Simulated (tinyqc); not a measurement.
From results back to parameters: six-band hole subbands of a thin body in a field. Three cases, with inputs chosen for the exercise.

Problem. Without spin-orbit coupling the masses along a normal n are the inverse eigenvalues of C(n n^T)/c: 1/(g1 - 2 g2) twice and 1/(g1 + 4 g2) on (001); 1/(g1 - 2 g3) twice and 1/(g1 + 4 g3) on (111); on (110) 1/(g1 + g2 - 3 g3), 1/(g1 - 2 g2) and 1/(g1 + g2 + 3 g3). Three masses were computed from hidden g1, g2, g3.

Case 1.

heavy and light mass on (001) (m0): 0.202840  0.033058

heavy mass on (111) = 0.502513 m0

Case 2.

heavy and light mass on (001) (m0): 0.205761  0.032938

heavy mass on (111) = 0.520833 m0

Case 3.

heavy and light mass on (001) (m0): 0.277778  0.177305

heavy mass on (111) = 0.714286 m0

Find: g1, g2, g3; heaviest mass on (110).

Solution. The inverse masses on (001) differ by 6 g2, which gives g2 and g1; g3 = (g1 - 1/m(111))/2.

Case 1.

g1, g2, g3: 13.37  4.22  5.69

heaviest mass on (110) = 1.92 m0

Case 2.

g1, g2, g3: 13.36  4.25  5.72

heaviest mass on (110) = 2.22 m0

Case 3.

g1, g2, g3: 4.28  0.34  1.44

heaviest mass on (110) = 3.33 m0

Computed by tinyqc, one run a case: `OMP_NUM_THREADS=1 python tinyqc.py N N+1 out.jsonl` with N = 1250895, 1250970, 1250993; one thread of a shared Intel(R) Xeon(R) Processor @ 2.30GHz, about 0.5 s a run at most.
